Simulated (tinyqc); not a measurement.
Changing the void surface energy gamma: nucleation and growth of vacancy voids in a cooling silicon-like crystal. Computed by tinyqc, a small Python program. Command: `OMP_NUM_THREADS=1 python tinyqc.py 3006046 3006047 out.jsonl voids sweep`. One thread of a shared host (Intel(R) Xeon(R) Processor @ 2.30GHz), about 0.1 s of CPU time with the checks.

Spherical voids; vacancies are lost only to voids.

Inputs (values chosen for the exercise, for a model crystal): vacancy density at the melting point C_m = 5.6e+14 1/cm^3; formation energy E_f = 3.95 eV; melting point T_m = 1685 K; diffusion prefactor D0 = 0.00045 cm^2/s; migration energy E_m = 0.35 eV; site density rho = 5e+22 1/cm^3; cooling rate q = 0.91 K/min; ratio (V/G)/xi_c = 2.06; limit of the excess at high V/G = 2.2e+14 1/cm^3; temperature step = 0.25 K.

Vacancy supply: from V/G.

Constants: k_B = 8.617333262e-05 eV/K; k_B = 1.380649e-23 J/K.

Method:
- C = C_x (u - 1)/(u + 0.2) with u = (V/G)/xi_c, a form chosen for the exercise.
- C_e = C_m exp[-(E_f/k_B)(1/T - 1/T_m)]; D = D0 exp(-E_m/(k_B T)); f = k_B T ln(C/C_e); r* = 2 gamma/(rho f); W* = 16 pi gamma^3/(3 rho^2 f^2); Z = f/sqrt(12 pi W* k_B T); I = rho Z (4 pi r* D C) exp(-W*/(k_B T)).
- March down from 1500 K in steps dT, dt = dT/q, with values at the upper end of each step: a class of I dt voids is born with r*; then all classes grow by r^2 += 2 D (C - C_e) dt/rho; C falls by the vacancies added to voids. Stop at 1150 K. T_n is the T of the largest I, N the final count (classes under 1e-6 /cm^3 are dropped), and the mean radius the number average.

One run for each value:
```
void surface energy gamma (J/m^2)  temperature of peak nucleation T_n (K)  void density N (1/cm^3)  mean radius (nm)
0.700                                                             1464.75               5.2113e+05             97.76
0.767                                                             1446.50               4.8850e+05             99.80
0.833                                                             1427.25               4.6923e+05            101.06
0.900                                                             1406.75               4.5937e+05            101.67
0.967                                                             1385.25               4.5725e+05            101.71
1.030                                                             1363.75               4.6120e+05            101.29
1.100                                                             1338.75               4.7172e+05            100.37
```

What does the table show, and why?

Over the rows, temperature of peak nucleation T_n (K) falls from 1460 to 1340 (exponent d ln y / d ln x -0.14 between the first rows and -0.28 between the last); void density N (1/cm^3) goes from 521000 through a minimum among these rows, 457000 at 0.967, to 472000; mean radius (nm) goes from 97.8 through a maximum among these rows, 102 at 0.967, to 100. The surface energy sets the supersaturation needed and so T_n; N and r respond far less than the rate at fixed T would.

Extremes, crossings and ranges named in words are read from the listed rows.
